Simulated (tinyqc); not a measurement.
Narrowing from the saturation current.

Inverse problem. A uniform n-type emitter has J0 = (q p0 D/L)(s + tanh(W/L))/(1 + s tanh(W/L)), D = mup Vt, s = S L/D, and p0 = (ni^2/N) exp(dE_app/kB T), where dE_app = dEg + kB T ln[(N/Nc) exp(-eta)]. Find p0, dE_app and dEg.

Values chosen for this exercise; band and dielectric values close to those of silicon: temperature T = 350 K; conduction-band density of states at 350 K Nc = 3.59e19 cm^-3; ionised donor density N = 7.9e19 cm^-3; minority-hole mobility mup = 230 cm^2/(V s); emitter width W = 410 nm; recombination velocity at the contact S = 3.1e6 cm/s.

Constants: q = 1.602176634e-19 C, kB = 1.380649e-23 J/K, Vt = kB T/q. Results are converted to the units shown.

J0 = 6.0151344e5 fA/cm^2
L = 587.26558 nm
ni = 3.5140906e11 cm^-3
converged eta = 1.5442370

Solution. J0 gives p0, its ratio to ni^2/N gives dE_app, and the degeneracy term is taken off.

p0 = 1.992e4 cm^-3
dE_app = 76.77 meV
dEg = 99.55 meV

Numbers from tinyqc (`OMP_NUM_THREADS=1 python tinyqc.py 2330032 2330033 out.jsonl`; about 0.01 s on one thread of a shared Intel Xeon 2.30GHz).
